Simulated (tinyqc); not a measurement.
Special k points of the simple cubic lattice: sweeps and comparisons. A value that a table varies takes the place of the one given here.

Lattice vectors in units of a: a1 = (1, 0, 0), a2 = (0, 1, 0), a3 = (0, 0, 1); reciprocal vectors b_i with a_i . b_j = 2 pi delta_ij. Mesh: k = sum_i f_i b_i with f_i = (2 j_i + shift)/(2 N), j_i = 0 .. N-1. The point group of the lattice has 48 operations; only those that map the mesh onto itself are used.

A_m(k) = sum over the m-th star of lattice vectors R of cos(k . R), stars in order of length: m = 1: |R|^2 = 1, 6 vectors, such as (1, 0, 0) in the basis a_i; m = 2: |R|^2 = 2, 12 vectors, such as (1, 1, 0) in the basis a_i; m = 3: |R|^2 = 3, 8 vectors, such as (1, 1, 1) in the basis a_i; m = 4: |R|^2 = 4, 6 vectors, such as (2, 0, 0) in the basis a_i; m = 5: |R|^2 = 5, 24 vectors, such as (2, 1, 0) in the basis a_i; m = 6: |R|^2 = 6, 24 vectors, such as (2, 1, 1) in the basis a_i. The zone mean of every A_m is zero.

Test function, the lower band of a two-band insulator: E(k) = -sqrt(D^2 + (e0 - t A_1(k))^2).

Parameters, chosen for this exercise:
- D = 1.1 eV (half gap term)
- t = 0.58 eV (coupling)
- e0 = 0.91 eV (offset)
- N = 4 (points along each reciprocal vector)
- shift = 1 (half steps)

## Mesh size and shift

Errors of the mean of E against the unshifted mesh with N = 24. The fifth column is |R|^2 of the shortest star with a non-zero mean.

Meshes:

| mesh | points | irreducible | operations | \|R\|^2 missed | error (meV) |
|---|---|---|---|---|---|
| 1 Gamma | 1 | 1 | 48 | 1.00 | -931.160 |
| 1 shifted | 1 | 1 | 48 | 1.00 | -2661.361 |
| 2 Gamma | 8 | 4 | 48 | 4.00 | -352.864 |
| 2 shifted | 8 | 1 | 48 | 4.00 | 436.734 |
| 3 Gamma | 27 | 4 | 48 | 9.00 | -30.048 |
| 3 shifted | 27 | 4 | 48 | 9.00 | 16.332 |
| 4 Gamma | 64 | 10 | 48 | 16.00 | 2.492 |
| 4 shifted | 64 | 4 | 48 | 16.00 | 0.753 |
| 5 Gamma | 125 | 10 | 48 | 25.00 | 0.293 |
| 5 shifted | 125 | 10 | 48 | 25.00 | -1.040 |
| 6 Gamma | 216 | 20 | 48 | 36.00 | 0.216 |
| 6 shifted | 216 | 10 | 48 | 36.00 | -0.056 |

reference mean = -1.86435 eV

The shifted mesh has the smaller error for 3 of 6 values of N and the larger for 3. The cheapest mesh within 1 meV is 4 shifted, with 4 irreducible points, but a larger mesh of the same type misses again, so this is a chance hit. A mesh misses the lattice vectors N (n1 a1 + n2 a2 + ...); the half shift gives each the sign (-1)^(n1 + n2 + ...), so the 6 shortest ones add up to -6 in place of 6: their term only changes sign. The shift keeps the full symmetry; it leaves fewer irreducible points for N = 2, 4 and 6.

## Gap and mesh density

D takes the values listed; errors against the unshifted mesh with N = 30, for unshifted meshes.

Errors (meV):

| D (eV) | reference (eV) | N = 2 | N = 4 | N = 6 | N = 8 |
|---|---|---|---|---|---|
| 0.2 | -1.3989 | -372.554 | -0.550 | 0.234 | 2.155 |
| 0.4 | -1.4686 | -374.995 | 1.275 | 1.233 | 0.690 |
| 0.8 | -1.6733 | -367.417 | 2.401 | 0.541 | 0.043 |
| 1.5 | -2.1519 | -328.858 | 2.218 | 0.054 | -0.003 |
| 2.5 | -2.9693 | -269.714 | 1.344 | -0.005 | 0.000 |
| 4.0 | -4.3242 | -204.377 | 0.627 | -0.003 | 0.000 |

The first listed N from which the error stays below 0.5 meV is none for D = 0.2, none for D = 0.4, 8 for D = 0.8, 6 for D = 1.5, 6 for D = 2.5, 6 for D = 4 eV. A larger D makes the function smoother, so its Fourier coefficients fall faster with |R|; single entries change sign along a column, so a small error on one coarse mesh can be a cancellation.

## One point for the whole zone

The mean-value (Baldereschi) point is taken at k = (2 pi/a) (0.25, 0.25, 0.25), that is f = (0.25, 0.25, 0.25); the reference is the mesh with N = 24.

Single points:

| point | A_1 | A_2 | A_3 | A_4 | E (eV) |
|---|---|---|---|---|---|
| Gamma | 6.000 | 12.000 | 8.000 | 6.000 | -2.7955 |
| mean-value point | 0.000 | 0.000 | 0.000 | -6.000 | -1.4276 |
| zone-face centre b1/2 | 2.000 | -4.000 | -8.000 | 6.000 | -1.1281 |

reference mean = -1.8644 eV

The mean-value point makes A_1, A_2 and A_3 vanish. Its error is +437 meV, against -931 meV at Gamma and +736 meV at b1/2. E is not linear in A_1; its powers hold sums of nearest vectors and a non-zero mean, so this point is not exact.

## What moves the zone average

Mean of E over the mesh, and its error against the unshifted mesh with N = 24. Each row changes one parameter from the base and keeps the others.

Results:

| case | mean (eV) | error (meV) | irreducible points |
|---|---|---|---|
| base | -1.8636 | 0.75 | 4 |
| N = 5 | -1.8654 | -1.04 | 10 |
| shift = 0 | -1.8619 | 2.49 | 10 |
| D = 0.77 eV | -1.6495 | 6.22 | 4 |
| t = 0.754 eV | -2.1140 | 2.30 | 4 |

The largest shifts from the base row, up to three for each result and ties (the steps differ in size, so this ranks the rows, not the parameters). mean (eV): t -0.2504, D +0.2141, N -0.0018. error (meV): D +5.47, N -1.79, shift +1.74. irreducible points: N +6, shift +6; unchanged at the printed digits by D and t.

Computed by tinyqc, a small Python program: `OMP_NUM_THREADS=1 python tinyqc.py 1682018 1682019 out.jsonl` (the numbers bound the seed that draws the inputs); one thread of a shared host (Intel(R) Xeon(R) Processor @ 2.30GHz), about 0.2 s for the whole set of steps.
